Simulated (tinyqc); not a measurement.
Sheet resistance of a shallow doped layer with concentration-dependent mobility and limited activation. Anneal temperature at a frozen profile. Computed by tinyqc, a small Python program. Command: `OMP_NUM_THREADS=1 python tinyqc.py 3016343 3016344 out.jsonl irvin sweep`. One thread of a shared host (Intel(R) Xeon(R) Processor @ 2.30GHz), about 0.02 s of CPU time with the checks.

A layer of one dopant lies in a background of the opposite type. Current flows parallel to the surface down to the junction; depletion is ignored.

Inputs (values chosen for the exercise, modelled on arsenic in silicon): surface concentration C_s = 9.8e+19 1/cm^3; length l = 40 nm; background C_B = 2e+15 1/cm^3; mobility floor mu_min = 53.1 cm^2/(V s); mobility mu_max = 1390 cm^2/(V s); reference density N_r = 9.96e+16 1/cm^3; exponent alpha = 0.667; prefactor of the active limit = 1.9e+22 1/cm^3; energy of the active limit = 0.479 eV.

Profile: erfc.

Constants: k_B = 8.617333262e-05 eV/K; e = 1.602176634e-19 C.

Method:
- C(x) = C_s erfc(x/l).
- Temperatures in kelvin are T(C) + 273.15.
- Active limit C_a = prefactor x exp(-energy/(k_B T)); the junction lies where C = C_B, and the profile exceeds C_a down to x_a (zero if C_s is below C_a). Slope at the junction in nm per decade = ln(10) C/|dC/dx|.
- Active density N = min(C, C_a); carriers n = N - C_B; mobility mu = mu_min + (mu_max - mu_min)/(1 + ((N + C_B)/N_r)^alpha).
- Integrals from 0 to x_j, where C = C_B (Gauss-Legendre, 60 points on each smooth piece; 1 nm = 1e-7 cm): dose int C dx, carriers int n dx, mean mobility int n mu dx/int n dx, R_s = 1/(e int n mu dx).

One run for each value:
```
anneal temperature T (C)  sheet resistance R_s (ohm/square)  carriers per dopant atom  active limit C_a (1/cm^3)
650                                                   428.0                    0.7706                  4.610e+19
700                                                   383.9                    0.8969                  6.282e+19
800                                                   354.8                    0.9999                  1.070e+20
850                                                   354.8                    0.9999                  1.347e+20
900                                                   354.8                    0.9999                  1.663e+20
950                                                   354.8                    0.9999                  2.019e+20
1000                                                  354.8                    0.9999                  2.413e+20
1050                                                  354.8                    0.9999                  2.846e+20
1100                                                  354.8                    0.9999                  3.317e+20
1150                                                  354.8                    0.9999                  3.824e+20
```

Over the rows, sheet resistance R_s (ohm/square) falls from 428 to 355, flat over part of the range; carriers per dopant atom rises from 0.771 to 1.000, flat over part of the range; active limit C_a (1/cm^3) rises from 4.61e19 to 3.82e20. A hotter anneal raises the active limit; once it passes C_s nothing more is gained.
